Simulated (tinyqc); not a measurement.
One-sided p+-n junction, ionisation integral and breakdown: breakdown voltage by secant steps.

A p+ layer at x < 0 and an n drift layer from x = 0. Depletion approximation, built-in voltage neglected. Local ionisation coefficients alpha_n = an exp(-(bn/E)^mx), alpha_p = ap exp(-(bp/E)^mx). Electrons move towards +x, holes towards x = 0.

W = sqrt(2 eps0 eps_r V/(q N)), peak field E0 = q N W/(eps0 eps_r), falling linearly to 0 at W. Grid: 11 equal steps from 0 to fr W.

G(x) = integral from 0 to x of (alpha_n - alpha_p); I_n = integral of alpha_n exp(-G) (electrons injected at x = 0), I_p = integral of alpha_p exp(G(end) - G) (holes injected at the far edge); M = 1/(1 - I). Secant steps on ln I_n(V) = 0 with the integrals on a fine grid (1500 steps), from the points V = 29.7 and 33.7 V; stop when the step is below 1e-7 of V.

Inputs (values chosen for the exercise); material values close to those of silicon:
- eps_r = 11.6 (relative permittivity)
- an = 6.67e5 1/cm (prefactor of the electron ionisation coefficient)
- bn = 1.19e6 V/cm (field constant for electrons)
- ap = 1.49e6 1/cm (prefactor of the hole ionisation coefficient)
- bp = 1.9e6 V/cm (field constant for holes)
- mx = 1 (exponent)
- N = 1.7e16 cm^-3 (donor density of the drift layer)
- V = 24.2 V (reverse voltage)
- fr = 0.6 (share of the depleted width that the grid covers)

Constants: q = 1.602176634e-19 C, eps0 = 8.8541878128e-14 F/cm where lengths are in cm. Results are converted to the units shown.

Course of the iteration:

| step | V (V) | I_n | change of V (V) |
|---|---|---|---|
| 1 | 33.7 | 0.931221 | 1.37 |
| 2 | 35.0713 | 0.990133 | 0.222 |
| 3 | 35.2930 | 0.999599 | 9.35e-3 |
| 4 | 35.3024 | 0.999998 | 5.49e-5 |
| 5 | 35.3024 | 1.00000 | 1.31e-8 |

Did this iteration meet its convergence test, and what does its course show?

Yes. Breakdown at 35.302 V, with a peak field of 432.7 kV/cm and W = 1.632 um. The integral for holes reaches 1 at the same voltage.

Program tinyqc, `OMP_NUM_THREADS=1 python tinyqc.py 2120131 2120132 out.jsonl`; Intel Xeon 2.30GHz, shared host, one thread, about 0.04 s.
